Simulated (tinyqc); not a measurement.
Worked calculation: exchange-only LDA atom on a uniform radial grid, spin-unpolarised, for Be(2+). Computed by tinyqc, a small Python program that keeps every step. Settings: Z = 4, points = 128, R = 7.3, functional = Slater exchange alone, mixing = 0.4, iteration cap = 86. Command: `OMP_NUM_THREADS=1 python tinyqc.py 31032 31033 out.jsonl` (the two numbers bound the seeds that draw the settings). One thread of a shared host (Intel(R) Xeon(R) Processor @ 2.60GHz), about 0.08 s of CPU time with the checks. Later iterations appear only in the table of the cycle.

## Iteration 1

Spherical atom on a uniform radial grid r_j = j h with h = R/(N + 1), h sum u^2 = 1 and integrals as h times sums, u(0) = u(R) = 0 (atomic units):
```
parameter           value
Z                       4
points N              128
R                7.300000
h                0.056589
mixing           0.400000
electrons in 1s         2
```

Three-point differences turn -u''/2 + [l(l+1)/2r^2 - Z/r + V] u = e u into a tridiagonal matrix (diagonal 1/h^2 + potential, off-diagonal -1/2h^2). D = sum f u^2; the Hartree potential y/r solves y'' = -D/r with y(0) = 0, y(R) = N_e; v_xc comes from rho = D/(4 pi r^2); E = sum f e - int D V + int D (V_H/2 + eps_xc); V(new) = V + mixing (V_H + v_xc - V).

eigenvalues (hartree): 1s -7.900069

Every 8th grid point:
```
r             V in     u(1s)         D       V_H       v_xc
0.452713  0.000000  1.187518  2.820398  4.081041  -1.015021
0.905426  0.000000  0.394269  0.310896  2.201301  -0.306589
1.358140  0.000000  0.098176  0.019277  1.472409  -0.092606
1.810853  0.000000  0.021730  0.000944  1.104447  -0.027972
2.263566  0.000000  0.004509  0.000041  0.883562  -0.008449
2.716279  0.000000  0.000898  1.61e-06  0.736301  -0.002552
3.168992  0.000000  0.000174  6.05e-08  0.631115  -0.000771
3.621705  0.000000  0.000033  2.18e-09  0.552226  -0.000233
4.074419  0.000000  0.000006  7.60e-11  0.490868  -0.000070
4.527132  0.000000  1.14e-06         0  0.441781  -0.000021
4.979845  0.000000  2.08e-07         0  0.401619   0.000000
5.432558  0.000000  3.76e-08         0  0.368151   0.000000
5.885271  0.000000  6.76e-09         0  0.339831   0.000000
6.337984  0.000000  1.21e-09         0  0.315558   0.000000
6.790698  0.000000  2.11e-10         0  0.294521   0.000000
7.243411  0.000000  1.34e-11         0  0.276113   0.000000
```

total energy = -12.95188414 hartree

## Iteration 2

As before.

eigenvalues (hartree): 1s -6.490377

Every 8th grid point:
```
r             V in     u(1s)         D       V_H       v_xc
0.452713  1.226408  1.193560  2.849171  4.026624  -1.018461
0.905426  0.757885  0.439096  0.385611  2.197849  -0.329409
1.358140  0.551921  0.123625  0.030566  1.472238  -0.107987
1.810853  0.430590  0.031274  0.001956  1.104439  -0.035656
2.263566  0.350045  0.007469  0.000112  0.883561  -0.011828
2.716279  0.293500  0.001721  0.000006  0.736301  -0.003936
3.168992  0.252138  0.000387  2.99e-07  0.631115  -0.001313
3.621705  0.220797  0.000085  1.46e-08  0.552226  -0.000439
4.074419  0.196319  0.000019  6.91e-10  0.490868  -0.000147
4.527132  0.176704  4.00e-06  3.20e-11  0.441781  -0.000049
4.979845  0.160648  8.54e-07         0  0.401619  -0.000016
5.432558  0.147260  1.81e-07         0  0.368151   0.000000
5.885271  0.135933  3.81e-08         0  0.339831   0.000000
6.337984  0.126223  7.98e-09         0  0.315558   0.000000
6.790698  0.117808  1.62e-09         0  0.294521   0.000000
7.243411  0.110445  1.12e-10         0  0.276113   0.000000
```

total energy = -13.05486359 hartree

## Iteration 3

As before.

eigenvalues (hartree): 1s -5.695189

Every 8th grid point:
```
r             V in     u(1s)         D       V_H       v_xc
0.452713  1.939109  1.194537  2.853838  3.990479  -1.019017
0.905426  1.202107  0.466518  0.435278  2.195102  -0.342984
1.358140  0.876853  0.141262  0.039910  1.472073  -0.118028
1.810853  0.685868  0.038700  0.002995  1.104430  -0.041097
2.263566  0.558720  0.010055  0.000202  0.883561  -0.014421
2.716279  0.469046  0.002528  0.000013  0.736301  -0.005087
3.168992  0.403204  0.000622  7.73e-07  0.631115  -0.001801
3.621705  0.353193  0.000150  4.52e-08  0.552226  -0.000640
4.074419  0.314080  0.000036  2.58e-09  0.490868  -0.000228
4.527132  0.282715  0.000008  1.44e-10  0.441781  -0.000081
4.979845  0.257030  1.99e-06         0  0.401619  -0.000029
5.432558  0.235616  4.65e-07         0  0.368151   0.000000
5.885271  0.217492  1.08e-07         0  0.339831   0.000000
6.337984  0.201957  2.48e-08         0  0.315558   0.000000
6.790698  0.188493  5.51e-09         0  0.294521   0.000000
7.243411  0.176712  4.03e-10         0  0.276113   0.000000
```

total energy = -13.09025973 hartree

## Convergence

Stop when input and output potentials agree to 1e-7.

Course of the cycle (hartree):
```
iteration             E      e(1s)  largest |V(out) - V(in)|
1          -12.95188414  -7.900069                  4.91e+00
2          -13.05486359  -6.490377                  2.72e+00
3          -13.09025973  -5.695189                  1.50e+00
4          -13.10166501  -5.245240                  8.27e-01
5          -13.10518428  -4.989877                  4.58e-01
6          -13.10624194  -4.844517                  2.54e-01
7          -13.10655526  -4.761528                  1.41e-01
8          -13.10664749  -4.714007                  7.93e-02
9          -13.10667462  -4.686714                  4.47e-02
10         -13.10668262  -4.670993                  2.56e-02
11         -13.10668499  -4.661913                  1.46e-02
...                 ...        ...                       ...
24         -13.10668601  -4.649329                  1.48e-05
25         -13.10668601  -4.649324                  8.80e-06
26         -13.10668601  -4.649321                  5.23e-06
27         -13.10668601  -4.649319                  3.11e-06
28         -13.10668601  -4.649318                  1.85e-06
29         -13.10668601  -4.649317                  1.11e-06
30         -13.10668601  -4.649317                  6.59e-07
31         -13.10668601  -4.649317                  3.93e-07
32         -13.10668601  -4.649316                  2.35e-07
33         -13.10668601  -4.649316                  1.40e-07
34         -13.10668601  -4.649316                  8.36e-08
```

Converged in 34 iterations. A uniform grid resolves the cusp poorly: for a bare nucleus this grid gives 1s at -7.90007 against -Z^2/2 = -8 hartree. Before convergence this energy mixes input and output and is not variational, so it may rise towards its limit.
